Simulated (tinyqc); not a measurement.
What moves the results: Kronig-Penney superlattice by transfer matrices. A value that a table varies takes the place of the one given here.

Wells (width a, potential 0, mass mw) alternate with barriers (width b, height V0, mass mb); period d = a + b; c = hbar^2/2m0. The vector (psi, psi'/m) is continuous, and a layer of thickness t carries it by M = [[cos kt, (m/k) sin kt], [-(k/m) sin kt, cos kt]] with k = sqrt(m (E - V)/c); for E < V, k = i kappa gives [[cosh, (m/kappa) sinh], [(kappa/m) sinh, cosh]] of kappa t. A Bloch state obeys cos(q d) = tr(Mb Mw)/2.

Constants: hbar^2/2m0 = 3.80998211 eV angstrom^2.

Inputs chosen for the exercise (near those of the light valleys of a Si film between layers of SiO2; the results hold for these values, not for the real material):
- a = 12 angstrom (well width)
- V0 = 2.996 eV (barrier height)
- mw = 0.187 m0 (mass in the wells)
- mb = 0.481 m0 (mass in the barriers)
- bs = (3, 4.5, 6, 7.8, 9.6, 12, 15) angstrom (barrier widths)
- b = 6 angstrom (barrier width)

## Barrier width

First miniband against b. m_z = -2 c f'/d^2 with f = tr M/2 at the bottom of the band. E1 is the level of the single well, kappa1 its decay constant in the barrier.

First miniband:

| b (angstrom) | bottom (eV) | top (eV) | W (meV) | ln W | m_z (m0) |
|---|---|---|---|---|---|
| 3.0 | 0.3970 | 0.6352 | 238.2 | 5.473 | 0.373 |
| 4.5 | 0.4570 | 0.5588 | 101.9 | 4.624 | 0.631 |
| 6.0 | 0.4841 | 0.5279 | 43.83 | 3.780 | 1.15 |
| 7.8 | 0.4976 | 0.5136 | 15.96 | 2.770 | 2.51 |
| 9.6 | 0.5026 | 0.5084 | 5.817 | 1.761 | 5.68 |
| 12.0 | 0.5047 | 0.5063 | 1.514 | 0.415 | 17.5 |
| 15.0 | 0.5054 | 0.5056 | 0.2816 | -1.267 | 74.3 |

E1 = 0.5055 eV
kappa1 = 0.5607 1/angstrom

W falls from 238.2 to 0.28 meV, and both edges close in on E1. The slope of ln W is -0.5663 per angstrom over the first two rows and -0.5607 over the last two, against -kappa1 = -0.5607: the width follows one power of the tunnelling amplitude once the wells couple weakly. m_z grows by a factor 199.1. Layers under about 10 angstrom are at the limit of envelope theory.

## From one barrier to a miniband

Transmission through N barriers separated by wells, between leads of the well material: T = 4/[(M11 + M22)^2 + (u M12 - M21/u)^2] with u = k/mw and M the product over all layers; twelve evenly spaced energies around the first miniband.

Transmission:

| E (eV) | tr M/2 of a period | N = 1 | N = 2 | N = 4 | N = 8 |
|---|---|---|---|---|---|
| 0.464392 | 1.993 | 0.00394 | 0.000249 | 1.29e-06 | 3.54e-11 |
| 0.472361 | 1.585 | 0.00401 | 0.000400 | 6.19e-06 | 1.57e-09 |
| 0.480330 | 1.186 | 0.00408 | 0.000727 | 5.54e-05 | 4.45e-07 |
| 0.488298 | 0.797 | 0.00415 | 0.00164 | 0.00558 | 0.00192 |
| 0.496267 | 0.417 | 0.00422 | 0.00604 | 0.00357 | 0.0377 |
| 0.504235 | 0.047 | 0.00429 | 0.325 | 0.108 | 0.0305 |
| 0.512204 | -0.314 | 0.00436 | 0.0110 | 0.00430 | 0.0126 |
| 0.520173 | -0.666 | 0.00444 | 0.00251 | 0.0460 | 0.0126 |
| 0.528141 | -1.008 | 0.00451 | 0.00111 | 0.000260 | 5.02e-05 |
| 0.536110 | -1.343 | 0.00458 | 0.000638 | 2.35e-05 | 3.72e-08 |
| 0.544078 | -1.668 | 0.00465 | 0.000420 | 5.04e-06 | 7.61e-10 |
| 0.552047 | -1.985 | 0.00473 | 0.000301 | 1.59e-06 | 4.53e-11 |

5 of the energies lie in the miniband (|tr M/2| <= 1); there T for N = 8 runs between 0.00192 and 0.0377. In the gaps it falls with N: at E = 0.5520 eV from 1.59e-06 (N = 4) to 4.53e-11 (N = 8), a slope of ln T of -2.62 a period, against -2 arccosh|tr M/2| = -2.62.

## What each parameter does

Bottom and width of the first miniband, the gap above it, and m_z = -2 c f'/d^2 with f = tr M/2. Each row changes one parameter from the base and keeps the others.

Results:

| case | bottom (eV) | width (meV) | gap (meV) | m_z (m0) |
|---|---|---|---|---|
| base | 0.4841 | 43.8 | 1503.3 | 1.1488 |
| a = 14 angstrom | 0.3993 | 32.2 | 1243.1 | 1.2553 |
| b = 7 angstrom | 0.4932 | 25.0 | 1542.2 | 1.7607 |
| V0 = 2.547 eV | 0.4476 | 56.6 | 1379.5 | 0.9101 |
| mw = 0.1683 m0 | 0.4986 | 47.2 | 1596.3 | 1.0670 |
| mb = 0.4088 m0 | 0.5028 | 59.1 | 1483.4 | 0.8690 |

The largest shifts from the base row, up to three for each result and ties (the steps differ in size, so this ranks the rows, not the parameters). bottom (eV): a -0.0848, V0 -0.0366, mb +0.0187. width (meV): b -18.8, mb +15.3, V0 +12.8. gap (meV): a -260.2, V0 -123.7, mw +93.1. m_z (m0): b +0.6119, mb -0.2798, V0 -0.2387.

Computed by tinyqc, a small Python program: `OMP_NUM_THREADS=1 python tinyqc.py 1281747 1281748 out.jsonl` (the numbers bound the seed that draws the inputs); one thread of a shared host (Intel(R) Xeon(R) Processor @ 2.30GHz), about 0.05 s for the whole set of steps.
